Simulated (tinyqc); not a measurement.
Shallow donor in an anisotropic valley (effective-mass theory), step by step. Values are carried at full precision from step to step, so a last printed digit may differ when a step is redone from the rounded ones.

Constants: Ry = 13.60569312 eV; a0 (Bohr radius) = 0.5291772105 angstrom; hbar^2/2m0 = 3.80998211 eV angstrom^2; e^2/(4 pi eps0) = 14.39964547 eV angstrom.

Values chosen for the exercise (near those of Ge; not measured data): ml = 1.57 m0 (longitudinal mass); mt = 0.081 m0 (transverse mass); eps = 14.8 (dielectric constant); a = 55.2 angstrom (trial radius across the axis); b = 18.2 angstrom (trial radius along the axis).

## Hydrogen-like estimates

Ry* = Ry m/eps^2 and a* = a0 eps/m for four choices of one mass: mt, the conductivity mass 3/(1/ml + 2/mt), the density-of-states mass (ml mt^2)^(1/3), and ml.

Estimates:

| mass | m (m0) | Ry* (meV) | a* (angstrom) |
|---|---|---|---|
| mt | 0.0810 | 5.03 | 96.69 |
| conductivity | 0.1184 | 7.36 | 66.12 |
| density of states | 0.2176 | 13.52 | 35.99 |
| ml | 1.5700 | 97.52 | 4.99 |

## Energy of one trial function

One valley: H = -c [(d2/dx2 + d2/dy2)/mt + (d2/dz2)/ml] - q/(eps r), c = hbar^2/2m0, q = e^2/(4 pi eps0). Trial function exp(-sqrt((x^2 + y^2)/a^2 + z^2/b^2)) with a > b: T = (c/3)(2/(mt a^2) + 1/(ml b^2)), V = -(q/eps) atan(u/b)/u, u = sqrt(a^2 - b^2). The central cell of the impurity is left out.

Evaluate T, V and E. Scaling both radii by f changes T to T/f^2 and V to V/f, so the best factor is f = -2T/V, with energy -V^2/(4T).

T = 12.733 meV
V = -23.054 meV
E = -10.320 meV
best scale factor = 1.1047
energy after scaling = -10.435 meV

The virial ratio -V/T is 1.810; it is 2 at the best scale. Scaling gains 0.114 meV.

## Scan over the shape

For each ratio b/a = 0.2, 0.3, ..., 0.9 the best scale follows from a = -2 T1/V1, with T1 and V1 taken at a = 1 angstrom.

Scan:

| b/a | a (angstrom) | b (angstrom) | E (meV) |
|---|---|---|---|
| 0.2 | 75.86 | 15.17 | -8.963 |
| 0.3 | 62.49 | 18.75 | -10.333 |
| 0.4 | 59.18 | 23.67 | -10.398 |
| 0.5 | 58.81 | 29.40 | -10.003 |
| 0.6 | 59.60 | 35.76 | -9.462 |
| 0.7 | 60.92 | 42.64 | -8.894 |
| 0.8 | 62.52 | 50.02 | -8.345 |
| 0.9 | 64.28 | 57.85 | -7.831 |

The best listed ratio is 0.4; (mt/ml)^(1/2) = 0.23 and (mt/ml)^(1/3) = 0.37 are common guesses.

## The minimum

Minimise over a and b. The Mott estimate n_c = (0.25/a_m)^3 uses a_m = (a^2 b)^(1/3); 1/angstrom^3 = 1e24/cm^3.

a = 60.11 angstrom
b = 21.32 angstrom
E = -10.458 meV
a_m = 42.55 angstrom
n_c = 0.203 x 1e18/cm^3

b/a = 0.355. The binding energy is 2.079 times Ry*(mt). The central cell of a real donor shrinks the orbit and raises n_c.

## Checks

- Energy from 21 anisotropic Gaussians against the two-parameter function, meV: -10.52 against -10.46.

Program tinyqc; command `OMP_NUM_THREADS=1 python tinyqc.py 1280718 1280719 out.jsonl`; about 0.01 s on one thread of a shared Intel(R) Xeon(R) Processor @ 2.30GHz.
